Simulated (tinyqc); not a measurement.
# On-chip interconnect, size-dependent resistivity and RC delay, step by step

tinyqc, about 0.01 s, one thread, Intel Xeon 2.30GHz (shared host): `OMP_NUM_THREADS=1 python tinyqc.py 2100077 2100078 out.jsonl` Printed values are rounded.

A rectangular line between two neighbours and two ground planes. Surface and grain-boundary scattering are added to the bulk resistivity as corrections; capacitances are parallel-plate values without fringing; inductance is ignored.

Inputs (values chosen for the exercise); metal values close to those of copper: bulk resistivity rho0 = 1.65 uohm cm; bulk mean free path lam = 40.4 nm; specular share of surface scattering ps = 0; reflection coefficient of grain boundaries Rg = 0.44; grain size over the metal width gr = 0.7; drawn line width wd = 16 nm; aspect ratio, height over width AR = 2; liner on both walls and the bottom, not conducting tl = 1.7 nm; space to the neighbouring lines sp = 16 nm; dielectric height to the planes above and below hd = 23 nm; relative permittivity of the dielectric ek = 2.2; Miller factor of the neighbours Mf = 0; line length Lw = 25 um; driver resistance Rd = 1500 ohm; load capacitance Cl = 0.093 fF; time step dt = 1.2 ps.

Constants: eps0 = 8.8541878128e-12 F/m. Results are converted to the units shown.

Range of the model: The metal width is under the mean free path, where the thick-limit surface term and the simple sum of corrections lose accuracy.

## Resistivity, resistance and capacitance per length

Metal width x = wd - 2 tl, height y = AR wd - tl; grain boundaries (Mayadas-Shatzkes): al = (lam/(gr x)) Rg/(1 - Rg), g = 1/[1 - 3 al/2 + 3 al^2 - 3 al^3 ln(1 + 1/al)] - 1; surfaces (Fuchs-Sondheimer, thick limit): s = (3/8) lam (1 - ps)(1/x + 1/y); rho = rho0 (1 + g + s); r = rho/(x y); c = eps0 ek (2 wd/hd + 2 Mf AR wd/sp).

x = 12.6 nm
y = 30.3 nm
al = 3.598963
g = 4.856854
s = 1.702381
rho = 12.47274 uohm cm
r = 326.6996 ohm/um
c = 0.02710151 fF/um

rho is 7.56 times the bulk value; grain boundaries add more (4.86 against 1.70). The liner takes 25.4 % of the cross-section.

## Ladder and Elmore delays

7 equal pi sections: series Rs = r Lw/7; node capacitances c Lw/7, halved at nodes 0 and 7, with Cl added to node 7; Rd feeds node 0. Elmore delay of node k: the sum, over the resistors on the path to k, of resistance times all capacitance downstream of it.

Rs = 1166.784 ohm

```
node      C (fF)  Elmore delay (ps)
0     0.04839556           1.155807
1     0.09679112           1.998391
2     0.09679112           2.728041
3     0.09679112           3.344756
4     0.09679112           3.848538
5     0.09679112           4.239385
6     0.09679112           4.517297
7      0.1413956           4.682275
```

The far-end value equals Rd (c Lw + Cl) + r Lw (c Lw/2 + Cl) for any number of pi sections; the line resistance contributes 75.3 % of it.

## Step 1: node voltages after a time step

v at t = 0, node 0 to 7 (V): 0  0  0  0  0  0  0  0

A 1 V step is applied behind Rd at t = 0. C dv/dt = -G v + b, with G the conductance matrix of the ladder (1/Rs between neighbours, 1/Rd added at node 0) and b = (1 V/Rd, 0, ...). Backward Euler step: (C/dt + G) v(new) = (C/dt) v + b.

v at t = 1 dt, node 0 to 7 (V): 0.7178889  0.5322280  0.3966562  0.2984144  0.2282570  0.1795813  0.1478063  0.1299417

## Step 2: node voltages after a time step

As before.

v at t = 2 dt, node 0 to 7 (V): 0.8289808  0.7011801  0.5892797  0.4955076  0.4202842  0.3631329  0.3232561  0.2998911

## Course in time

A 1 V step is applied behind Rd at t = 0. C dv/dt = -G v + b, with G the conductance matrix of the ladder (1/Rs between neighbours, 1/Rd added at node 0) and b = (1 V/Rd, 0, ...). Backward Euler step: (C/dt + G) v(new) = (C/dt) v + b. The last column solves the same ladder exactly by its modes.

Voltages (V):
```
t (ps)  node 0  node 3  node 7  node 7, exact
1.200   0.7179  0.2984  0.1299         0.1127
2.400   0.8290  0.4955  0.2999         0.3352
3.600   0.8774  0.6240  0.4546         0.5107
4.800   0.9081  0.7152  0.5803         0.6404
6.000   0.9302  0.7830  0.6784         0.7357
7.200   0.9468  0.8343  0.7540         0.8058
8.400   0.9593  0.8734  0.8118         0.8573
9.600   0.9689  0.9032  0.8561         0.8951
10.80   0.9762  0.9260  0.8900         0.9229
12.00   0.9818  0.9434  0.9159         0.9434
13.20   0.9861  0.9567  0.9357         0.9584
14.40   0.9894  0.9669  0.9509         0.9694
```

The far end of the ladder reaches 0.5 V at 3.515 ps, 0.751 of its Elmore delay (ln 2 = 0.693 for a single pole); the slowest mode has a time constant of 3.895 ps. The largest error of the backward Euler steps at that node is 60 mV.
